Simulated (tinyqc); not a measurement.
Wannier function of the lower band of a two-orbital chain: one step. The same from overlaps (Marzari-Vanderbilt). Four cases, with inputs chosen for the exercise.

Task: b = 2 pi/N; M_j = u_j^+ diag(1, exp(-i b xb)) u_(j+1), with u_N = u_0. Centre = -(1/2 pi) sum arg M_j; gauge-invariant part Omega_I = (1/(N b^2)) sum (1 - |M_j|^2); gauge-dependent part Omega_D = (1/(N b^2)) sum (arg M_j + b centre)^2.

Case 1.

Values chosen: xb = 0.64 a (position of B (A at 0)).

Mesh:
```
j,E lower (eV),E upper (eV),u_A,u_B,|<trial|u>|
0,-3.530036,2.650036,0.7053884,0.7088210,0.965295
1,-2.900881,2.460881,0.6738673-0.1303627i,0.6913213+0.2257947i,0.929247
2,-1.386961,1.826961,0.5501309-0.2490128i,0.6703182+0.4313028i,0.811586
3,-0.142001,1.022001,0.0775530,0.9969882,0.565657
4,-1.386961,1.826961,0.5501309+0.2490128i,0.6703182-0.4313028i,0.811586
5,-2.900881,2.460881,0.6738673+0.1303627i,0.6913213-0.2257947i,0.929247
```

Case 2.

Values chosen: xb = 0.69 a (position of B (A at 0)).

Mesh:
```
j,E lower (eV),E upper (eV),u_A,u_B,|<trial|u>|
0,-3.490003,3.990003,0.7066340,0.7075793,0.966099
1,-2.995559,3.150068,0.6934608-0.2047189i,0.6806117+0.1181945i,0.936157
2,-1.677616,1.273108,0.7406188-0.2802413i,0.5888720+0.1617974i,0.880287
3,-1.677616,1.273108,0.7406188+0.2802413i,0.5888720-0.1617974i,0.880287
4,-2.995559,3.150068,0.6934608+0.2047189i,0.6806117-0.1181945i,0.936157
```

Case 3.

Values chosen: xb = 0.62 a (position of B (A at 0)).

Mesh:
```
j,E lower (eV),E upper (eV),u_A,u_B,|<trial|u>|
0,-2.587737,1.607737,0.7368198,0.6760892,0.923620
1,-2.099110,1.609110,0.7318940-0.0585956i,0.6595301+0.1609900i,0.913328
2,-0.987690,1.477690,0.7227614-0.0896508i,0.6394594+0.2463135i,0.897882
3,-0.261066,1.241066,0.7256920,0.6880198,0.917244
4,-0.987690,1.477690,0.7227614+0.0896508i,0.6394594-0.2463135i,0.897882
5,-2.099110,1.609110,0.7318940+0.0585956i,0.6595301-0.1609900i,0.913328
```

Case 4.

Values chosen: xb = 0.49 a (position of B (A at 0)).

Mesh:
```
j,E lower (eV),E upper (eV),u_A,u_B,|<trial|u>|
0,-2.762709,3.782709,0.7677079,0.6407999,0.995965
1,-2.597858,3.107858,0.7582471-0.1738361i,0.6038405+0.1738361i,0.963141
2,-1.986040,1.476040,0.7622441-0.3177349i,0.4659110+0.3177349i,0.868437
3,-1.162706,0.142706,0.9970441,0.0768313,0.759345
4,-1.986040,1.476040,0.7622441+0.3177349i,0.4659110-0.3177349i,0.868437
5,-2.597858,3.107858,0.7582471+0.1738361i,0.6038405-0.1738361i,0.963141
```

Give: Overlaps; centre from overlaps; Omega_I; Omega_D.

Result:

Case 1.

Overlaps:
```
j,|M_j|,arg M_j (rad)
0,0.9963,-0.2754
1,0.9902,-0.3391
2,0.7916,-1.1830
3,0.7916,-1.1830
4,0.9902,-0.3391
5,0.9963,-0.2754
```

centre from overlaps = 0.572 a
Omega_I = 0.1216 a^2
Omega_D = 0.1561 a^2

The centre is the Berry phase over 2 pi and does not depend on the trial orbital (modulo a). Omega_D is 56.2 % of the total; in one dimension a gauge that spreads the phase evenly removes it. The total is 0.2777 a^2, against 0.4865 a^2 (centre 0.562 a) in real space on 96 cells.

Case 2.

Overlaps:
```
j,|M_j|,arg M_j (rad)
0,0.9790,-0.4865
1,0.9362,-0.3678
2,0.5342,0.0888
3,0.9362,-0.3678
4,0.9790,-0.4865
```

centre from overlaps = 0.258 a
Omega_I = 0.1323 a^2
Omega_D = 0.0288 a^2

The centre is the Berry phase over 2 pi and does not depend on the trial orbital (modulo a). Omega_D is 17.9 % of the total; in one dimension a gauge that spreads the phase evenly removes it. The total is 0.1611 a^2, against 0.2106 a^2 (centre 0.266 a) in real space on 96 cells. The overlaps are finite differences in k, which are coarse on this mesh, and the function does not fit into N cells.

Case 3.

Overlaps:
```
j,|M_j|,arg M_j (rad)
0,0.9865,-0.2312
1,0.9717,-0.2653
2,0.8424,-0.4102
3,0.8424,-0.4102
4,0.9717,-0.2653
5,0.9865,-0.2312
```

centre from overlaps = 0.289 a
Omega_I = 0.1134 a^2
Omega_D = 0.0055 a^2

The centre is the Berry phase over 2 pi and does not depend on the trial orbital (modulo a). Omega_D is 4.6 % of the total; in one dimension a gauge that spreads the phase evenly removes it. The total is 0.1189 a^2, against 0.1387 a^2 (centre 0.290 a) in real space on 96 cells.

Case 4.

Overlaps:
```
j,|M_j|,arg M_j (rad)
0,0.9999,-0.2284
1,0.9967,-0.1786
2,0.8273,0.3427
3,0.8273,0.3427
4,0.9967,-0.1786
5,0.9999,-0.2284
```

centre from overlaps = 0.020 a
Omega_I = 0.0980 a^2
Omega_D = 0.0608 a^2

The centre is the Berry phase over 2 pi and does not depend on the trial orbital (modulo a). Omega_D is 38.3 % of the total; in one dimension a gauge that spreads the phase evenly removes it. The total is 0.1588 a^2, against 0.2584 a^2 (centre 0.020 a) in real space on 96 cells.

Computed by tinyqc, one run a case: `OMP_NUM_THREADS=1 python tinyqc.py N N+1 out.jsonl` with N = 1480043, 1480482, 1480495, 1480664; one thread of a shared Intel(R) Xeon(R) Processor @ 2.30GHz, about 0.3 s a run at most.
